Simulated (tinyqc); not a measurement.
# Depletion-mode phase shifter in a rib waveguide and its Mach-Zehnder modulator: effect of the reverse bias

A lateral p-n junction at x0 in a waveguide whose mode intensity is a Gaussian of rms width s about x = 0; p side at smaller x. Reverse bias removes carriers and raises the index. Abrupt junction, doping uniform over the whole mode, lumped electrode (no travelling-wave effects).

Free-carrier changes (empirical, N and P in cm^-3): |dn| = 8.5e-18 P^0.8 for holes, 8.8e-22 N for electrons; absorption 6e-18 P and 8.5e-18 N in 1/cm. W = sqrt(2 eps0 eps_r (Vb + V)(1/Na + 1/Nd)/q); edges xp = x0 - W Nd/(Na + Nd), xn = x0 + W Na/(Na + Nd); F(x) = [1 + erf(x/(sqrt(2) s))]/2. dneff = G {dn_h [F(xp(0)) - F(xp(V))] + dn_e [F(xn(V)) - F(xn(0))]}; VpiL = lam V/(2 dneff); loss = a0 + 4.343 G {a_h F(xp) + a_e [1 - F(xn)]} dB/cm at V; C = eps0 eps_r hr/W + Cf; fRC = 1/(2 pi Rs C).

Inputs (values chosen for the exercise); values close to those of silicon near 1550 nm:
- lam = 1550 nm (wavelength)
- eps_r = 11.7 (relative permittivity of the semiconductor)
- Na = 4.7e17 cm^-3 (acceptor density)
- Nd = 7e17 cm^-3 (donor density)
- Vb = 0.93 V (built-in voltage)
- s = 130 nm (rms width of the lateral mode intensity)
- x0 = 0 nm (junction offset towards the n side)
- G = 0.76 (vertical confinement times ng/n)
- hr = 220 nm (rib height)
- Cf = 24 pF/m (fringe capacitance)
- Rs = 7.3 ohm mm (series resistance)
- a0 = 1.7 dB/cm (passive loss)

Constants: q = 1.602176634e-19 C, eps0 = 8.8541878128e-14 F/cm where lengths are in cm. Results are converted to the units shown.

Effect of the reverse bias:
```
V (V),dneff,VpiL (V cm),loss (dB/cm),VpiL x loss (V dB),C (pF/m),fRC (GHz)
0.5,3.297e-5,1.175,12.88,15.13,305.0,71.47
1.3,7.424e-5,1.357,12.09,16.41,249.1,87.54
2.1,1.074e-4,1.515,11.46,17.35,217.1,100.4
2.9,1.355e-4,1.659,10.91,18.10,195.7,111.4
3.6,1.571e-4,1.776,10.49,18.64,181.9,119.9
4.4,1.791e-4,1.904,10.06,19.17,169.6,128.6
5.2,1.988e-4,2.027,9.676,19.61,159.7,136.5
6,2.167e-4,2.146,9.321,20.00,151.7,143.8
```

What does the table show?

As V goes from 0.5 to 6 V, VpiL rises from 1.18 to 2.15 V cm, the loss falls from 12.9 to 9.32 dB/cm, their product rises from 15.1 to 20.0 V dB and fRC rises from 71.5 to 144 GHz. dneff goes as V^(0.76) on average, slower than linearly since W grows as a square root. For V = 5.2 to 6 V the peak field passes 0.7 MV/cm, near breakdown of such junctions.

Numbers from tinyqc (`OMP_NUM_THREADS=1 python tinyqc.py 2650135 2650136 out.jsonl`; about 0.01 s on one thread of a shared Intel Xeon 2.30GHz).
